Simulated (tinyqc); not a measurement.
Inside a calculation. Method: empirical pseudopotential in a few plane waves. One step of it, computed by the program tinyqc.

Question. Levels at G. Diagonalise the Hermitian matrix.

H(k) at G (eV), order +0+0+0, -1-1-1, -1-1+1, -1+1-1, -1+1+1, +1-1-1, +1-1+1, +1+1-1, +1+1+1, -2+0+0, +0-2+0, +0+0-2, +0+0+2, +0+2+0, +2+0+0:
```
[[0.000000, 2.366687, -2.366687, -2.366687, -2.366687, -2.366687, -2.366687, -2.366687, 2.366687, 0.000000, 0.000000, 0.000000, 0.000000, 0.000000, 0.000000],
 [2.366687, 11.588700, 0.000000, 0.000000, 0.108846, 0.000000, 0.108846, 0.108846, 0.000000, -2.366687, -2.366687, -2.366687, -0.471413, -0.471413, -0.471413],
 [-2.366687, 0.000000, 11.588700, -0.108846, 0.000000, -0.108846, 0.000000, 0.000000, 0.108846, -2.366687, -2.366687, 0.471413, 2.366687, -0.471413, -0.471413],
 [-2.366687, 0.000000, -0.108846, 11.588700, 0.000000, -0.108846, 0.000000, 0.000000, 0.108846, -2.366687, 0.471413, -2.366687, -0.471413, 2.366687, -0.471413],
 [-2.366687, 0.108846, 0.000000, 0.000000, 11.588700, 0.000000, -0.108846, -0.108846, 0.000000, 2.366687, -0.471413, -0.471413, -2.366687, -2.366687, 0.471413],
 [-2.366687, 0.000000, -0.108846, -0.108846, 0.000000, 11.588700, 0.000000, 0.000000, 0.108846, 0.471413, -2.366687, -2.366687, -0.471413, -0.471413, 2.366687],
 [-2.366687, 0.108846, 0.000000, 0.000000, -0.108846, 0.000000, 11.588700, -0.108846, 0.000000, -0.471413, 2.366687, -0.471413, -2.366687, 0.471413, -2.366687],
 [-2.366687, 0.108846, 0.000000, 0.000000, -0.108846, 0.000000, -0.108846, 11.588700, 0.000000, -0.471413, -0.471413, 2.366687, 0.471413, -2.366687, -2.366687],
 [2.366687, 0.000000, 0.108846, 0.108846, 0.000000, 0.108846, 0.000000, 0.000000, 11.588700, -0.471413, -0.471413, -0.471413, -2.366687, -2.366687, -2.366687],
 [0.000000, -2.366687, -2.366687, -2.366687, 2.366687, 0.471413, -0.471413, -0.471413, -0.471413, 15.451601, -0.108846, -0.108846, 0.108846, 0.108846, 0.000000],
 [0.000000, -2.366687, -2.366687, 0.471413, -0.471413, -2.366687, 2.366687, -0.471413, -0.471413, -0.108846, 15.451601, -0.108846, 0.108846, 0.000000, 0.108846],
 [0.000000, -2.366687, 0.471413, -2.366687, -0.471413, -2.366687, -0.471413, 2.366687, -0.471413, -0.108846, -0.108846, 15.451601, 0.000000, 0.108846, 0.108846],
 [0.000000, -0.471413, 2.366687, -0.471413, -2.366687, -0.471413, -2.366687, 0.471413, -2.366687, 0.108846, 0.108846, 0.000000, 15.451601, -0.108846, -0.108846],
 [0.000000, -0.471413, -0.471413, 2.366687, -2.366687, -0.471413, 0.471413, -2.366687, -2.366687, 0.108846, 0.000000, 0.108846, -0.108846, 15.451601, -0.108846],
 [0.000000, -0.471413, -0.471413, -0.471413, 0.471413, 2.366687, -2.366687, -2.366687, -2.366687, 0.000000, 0.108846, 0.108846, -0.108846, -0.108846, 15.451601]]
```

Give: eigenvalues.

Answer.

eigenvalues (eV): [-3.1164, 6.3107, 7.5961, 7.5961, 7.5961, 11.6975, 11.6975, 11.6975, 14.3786, 15.6693, 15.6693, 19.5531, 19.5531, 19.5531, 19.9677]
